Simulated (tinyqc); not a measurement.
## Round nanowire with a gate all round, subbands and threshold shift from confinement: confinement against the diameter

Undoped body with a flat potential across it, hard walls, transport along x. Three valley pairs (g = 2 each) with the longitudinal mass along x, y or z. Non-parabolicity enters the subband edges through E (1 + al E) = gamma, so E = 2 gamma/(1 + sqrt(1 + 4 al gamma)); motion within a subband is taken as parabolic with the band-edge mass. Energies are counted from the bulk band edge.

gamma = C (2 z/(t + dl))^2 (1/my + 1/mz)/2, z the zeros of the Bessel functions J_l (2.404826, 3.831706, 5.135622, 5.520078, ...), twofold for l > 0; the mean inverse mass is an approximation for anisotropic valleys, C = hbar^2/(2 m0). Each subband has N_k = g sqrt(2 mx m0 kB T/(pi hbar^2)); without degeneracy n = exp(EF/Vt) sum N_k exp(-E_k/Vt). Classical value Nc times pi t^2/4, Nc = sum over valleys of 2 g (m m0 kB T/(2 pi hbar^2))^1.5 with m = (mx my mz)^(1/3). Threshold shift dVT = Vt ln(classical value/sum N_k exp(-E_k/Vt)). With degeneracy n = sum N_k F((EF - E_k)/Vt), F(x) = (1/sqrt(pi)) int_0^infinity u^(-1/2) du/(1 + exp(u - x)); gate: Vg = EF + q n/(Cg P), P = pi t, summed over the 60 lowest subbands at most, with Vg counted from the value that would put EF at the bulk band edge of an empty body. The last two columns are for Vg = 0.7 V; sensitivity d(dVT)/dt by central differences between 0.99 and 1.01 times the value.

Inputs (values chosen for the exercise); masses close to those of silicon:
- T = 400 K (temperature)
- ml = 0.914 m0 (longitudinal mass)
- mt = 0.19 m0 (transverse mass)
- al = 0 1/eV (non-parabolicity)
- dl = 0.3 nm (widening of the box by penetration into the insulator)
- Cg = 2.3 uF/cm^2 (gate capacitance per area of interface)

Constants: q = 1.602176634e-19 C, kB = 1.380649e-23 J/K, hbar = 1.054571817e-34 J s, m0 = 9.1093837015e-31 kg, Vt = kB T/q, hbar^2/(2 m0) = 0.0380998212 eV nm^2. Results are converted to the units shown.

Result of one run:
```
E_1 (meV)	gap to the next edge (meV)	dVT (mV)	sensitivity (mV/nm)	n/P (cm^-2)	share of the lowest subband (%)
184.2	120.8	156.1	-77.37	7.154e12	46.89
```

Which diameter t gave this result: 2.7, 3.6, 4.7 or 8.4 nm?

t = 3.6 nm.

The whole series:
```
t (nm)	E_1 (meV)	gap to the next edge (meV)	dVT (mV)	sensitivity (mV/nm)	n/P (cm^-2)	share of the lowest subband (%)
2	529.6	347.3	462.1	-426.1	3.139e12	50.00
2.7	311.3	204.1	264.4	-182.4	5.703e12	49.78
3.6	184.2	120.8	156.1	-77.37	7.154e12	46.89
4.7	112.1	73.49	98.90	-34.33	8.008e12	38.42
6.3	64.31	42.18	63.31	-14.14	8.662e12	27.25
8.4	37.01	24.27	43.67	-6.136	9.124e12	18.18
11	21.94	14.39	32.52	-3.003	9.464e12	11.84
15	11.97	7.848	24.28	-1.412	9.779e12	6.925
20	6.798	4.458	19.21	-0.7300	1.002e13	4.097
```

As t grows from 2 to 20 nm, E_1 falls from 530 to 6.80 meV and dVT falls from 462 to 19.2 mV. E_1 goes as t^(-1.77) at the thin end (-2 for a parabolic band without penetration); a thickness error of 0.2 nm moves the threshold by 85 mV in the first row and 0.15 mV in the last. The charge per interface area rises from 3.14e12 to 1.00e13 cm^-2. For t = 2, 2.7 the body is too thin for bulk effective masses to be reliable. For t = 3.6, 4.7, 6.3, 8.4, 11, 15, 20 the charge in the last two columns would bend the potential across the body noticeably, which is left out.

Range of the model: For the strongly anisotropic y and z valleys the mean inverse mass serves only for l = 0; pairs with l > 0 really split widely.

Numbers from tinyqc (`OMP_NUM_THREADS=1 python tinyqc.py 2350063 2350064 out.jsonl`; about 0.2 s on one thread of a shared Intel Xeon 2.30GHz).
